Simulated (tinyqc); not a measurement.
Single-photon avalanche diode, trigger probability and counting: course of the iteration: trigger probability by substitution.

A multiplication layer of width W with the uniform field V/W; alpha = an exp(-bn/E) for electrons, beta = ap exp(-bp/E) for holes (local model, no dead space). a = alpha W, b = beta W. Electrons enter at x = 0, holes at x = W. P0 is the probability that an electron entering at 0 starts a lasting avalanche, PW the same for a hole entering at W.

PW = P0 exp(b - a)/(1 - P0 + P0 exp(b - a)); P0(new) = 1 - (1 - PW)^(a/b).

Stop when P0 changes by less than 1e-9, or after 400 iterations. The rule counts as met only at a root strictly between 0 and 1.

P0 at the start = 0.9
a = 2.61357
b = 1.08387

Course of the iteration:

| iteration | P0 | \|change\| |
|---|---|---|
| 1 | 0.926326 | 0.0263 |
| 2 | 0.957997 | 0.0317 |
| 3 | 0.986382 | 0.0284 |
| 4 | 0.998872 | 0.0125 |
| 5 | 0.999997 | 1.12e-3 |
| 6 | 1 | 3.09e-6 |
| 7 | 1 | 2.06e-12 |

Did this iteration meet its convergence test, and what does its course show?

No. The values settle on P0 = 1, which solves the equations for any bias and is not the wanted root. For a > b this form of the map repels from the true root, 0.8404. A rerun with the relations used the other way round, PW = 1 - (1 - P0)^(b/a); P0(new) = PW/(PW + (1 - PW) exp(b - a)), converges to it in 41 iterations.

Numbers from tinyqc (`OMP_NUM_THREADS=1 python tinyqc.py 2630055 2630056 out.jsonl`; about 0.01 s on one thread of a shared Intel Xeon 2.30GHz).
